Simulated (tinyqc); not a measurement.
Coherent potential approximation for a binary alloy with a semi-elliptic band, step by step. Values are carried at full precision from step to step, so a last printed digit may differ when a step is redone from the rounded ones.

Site levels eA = -x d (share 1 - x) and eB = (1 - x) d (share x), so that their mean, the virtual crystal, is 0. Pure band: G0(z) = 2 (z - sqrt(z - W) sqrt(z + W))/W^2 with principal roots, density -Im G/pi per site. The medium has a self-energy S(z), G = G0(z - S), z = E + i eta. t_i = (e_i - S)/(1 - (e_i - S) G); the CPA demands <t> = (1 - x) tA + x tB = 0. Iteration: start at S = 0, set S(new) = S + <t>/(1 + <t> G), stop when |<t>| < 1e-9 eV.

Constants: hbar = 6.58211957e-16 eV s.

Values chosen for the exercise: W = 2 eV (half width of the pure band); x = 0.06 (fraction of B); d = 0.45 eV (eB - eA); eta = 0.04 eV (broadening); E = -0.28 eV (energy).

## First step: the average t-matrix

With S = 0 form G, tA, tB, <t> and the new S.

eA, eB (eV): -0.0270  0.4230

G = -0.13717-0.97036i 1/eV

tA, tB (eV): -0.0271-0.0007i  0.3475-0.1348i

<t> = -0.0046-0.0088i eV
S after one step = -0.0047-0.0088i eV

## The self-consistent medium

Iterate.

Iterations:
```
i             S (eV)           G (1/eV)  |<t>| (eV)
0            0.00000  -0.13717-0.97036i     0.00990
1  -0.00469-0.00880i  -0.13426-0.96639i    4.30e-05
2  -0.00474-0.00880i  -0.13424-0.96639i    1.85e-07
3  -0.00474-0.00880i  -0.13424-0.96639i    7.96e-10
```

S = -0.00474-0.00880i eV
G = -0.13424-0.96639i 1/eV

Converged at i = 3. The first step gave -0.0047-0.0088i eV.

## Densities on A and B, and the lifetime

G_i = G/(1 - (e_i - S) G); densities -Im G_i/pi; their weighted sum must be -Im G/pi. Lifetime hbar/(2 |Im S|), which has a meaning only while |Im S| is small against W. Weak-scattering value of S: x (1 - x) d^2 G.

densities (1/eV): on A 0.3119, on B 0.2397, weighted sum 0.3076, medium 0.3076

lifetime = 37.4 fs
weak-scattering S = -0.0015-0.0110i eV

An A site carries the larger density here, by a factor 1.30; the weak-scattering value is 39 % from S.

## Checks

- Weighted sum of the partial densities against the density of the medium: both 0.30761.

Program tinyqc; command `OMP_NUM_THREADS=1 python tinyqc.py 1480013 1480014 out.jsonl`; about 0.01 s on one thread of a shared Intel(R) Xeon(R) Processor @ 2.30GHz.
